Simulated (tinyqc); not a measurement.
Octagonal on-chip spiral inductor, lumped pi model: one step of the calculation.

Outer diameter do = di + 2 n wd + 2 (n - 1) sp, mean da = (do + di)/2, fill p = (do - di)/(do + di), length l = 3.314 n da. L = 2.25 mu0 n^2 da/(1 + 3.55 p), mu0 = 4 pi 1e-7 H/m. Rs = rho l/(wd delta (1 - exp(-th/delta))), delta = sqrt(rho/(pi f mu0)). Cs = n wd^2 eps0 eo/hu across the coil. At each end Cox = l wd eps0 eo/(2 ho) leads to the substrate branch Rsi = 2 rs he/(l wd) in parallel with Csi = l wd eps0 11.7/(2 he). With one end grounded Y = 1/(Rs + i w L) + i w Cs + 1/[1/(i w Cox) + 1/(1/Rsi + i w Csi)], w = 2 pi f; Q = -Im Y/Re Y. Eddy currents in neighbouring turns and in the substrate are left out.

Question. Geometry and model elements. do, l, L, delta, Rs, Cs, Cox, Rsi and Csi as defined.

Parameters, values chosen for the exercise; values of the order met in silicon radio-frequency processes:

| symbol | value | unit | meaning |
|---|---|---|---|
| n | 1.5 |  | number of turns |
| wd | 15 | um | line width |
| sp | 2 | um | space between turns |
| di | 80 | um | inner diameter |
| th | 2 | um | metal thickness |
| rho | 2.2 | uohm cm | metal resistivity |
| ho | 9.8 | um | oxide below the coil |
| hu | 1.1 | um | oxide between coil and underpass |
| eo | 4.1 |  | relative permittivity of the oxide |
| rs | 100 | ohm cm | substrate resistivity |
| he | 50 | um | effective spreading depth in the substrate |
| f | 0.91 | GHz | frequency |

Constants: eps0 = 8.8541878128e-12 F/m. Results are converted to the units shown.

Give: do; l; L; delta; Rs; Cs; Cox; Rsi; Csi.

Answer.

do = 127.0 um
l = 514.5 um
L = 0.3646 nH
delta = 2.475 um
Rs = 0.5501 ohm
Cs = 11.14 fF
Cox = 14.29 fF
Rsi = 1.296e4 ohm
Csi = 7.995 fF

Numbers from tinyqc (`OMP_NUM_THREADS=1 python tinyqc.py 2302020 2302021 out.jsonl`; about 0.01 s on one thread of a shared Intel Xeon 2.30GHz).
